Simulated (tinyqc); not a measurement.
Depletion-mode phase shifter in a rib waveguide and its Mach-Zehnder modulator: one step of the calculation.

A lateral p-n junction at x0 in a waveguide whose mode intensity is a Gaussian of rms width s about x = 0; p side at smaller x. Reverse bias removes carriers and raises the index. Abrupt junction, doping uniform over the whole mode, lumped electrode (no travelling-wave effects).

Task. Index shift, efficiency, loss and bandwidth. dneff = G {dn_h [F(xp(0)) - F(xp(V))] + dn_e [F(xn(V)) - F(xn(0))]}; VpiL = lam V/(2 dneff); loss = a0 + 4.343 G {a_h F(xp) + a_e [1 - F(xn)]} dB/cm at V; C = eps0 eps_r hr/W + Cf; fRC = 1/(2 pi Rs C).

Parameters, values chosen for the exercise; values close to those of silicon near 1550 nm: wavelength lam = 1550 nm; relative permittivity of the semiconductor eps_r = 11.7; vertical confinement times ng/n G = 0.76; rib height hr = 220 nm; fringe capacitance Cf = 24 pF/m; series resistance Rs = 7.3 ohm mm; reverse bias V = 3 V; passive loss a0 = 1.7 dB/cm.

Constants: eps0 = 8.8541878128e-14 F/cm where lengths are in cm. Results are converted to the units shown.

F, edge xp(0) to xn(V): [0.3817162623, 0.5800745206, 0.2680536897, 0.6610826246]
W at 0 and at V (nm): [65.39786237, 134.4368580]
dn_h = 0.001167070824
dn_e = 0.000616
a_h = 2.82 1/cm
a_e = 5.95 1/cm

Wanted: dneff; VpiL; loss; C; fRC.

Result.

dneff = 1.3874e-4
VpiL = 1.6758 V cm
loss = 10.851 dB/cm
C = 193.53 pF/m
fRC = 112.66 GHz

The product VpiL x loss is 18.2 V dB.

Computed by the program tinyqc: `OMP_NUM_THREADS=1 python tinyqc.py 2650135 2650136 out.jsonl`, one thread of a shared Intel Xeon 2.30GHz, about 0.01 s for the whole run.
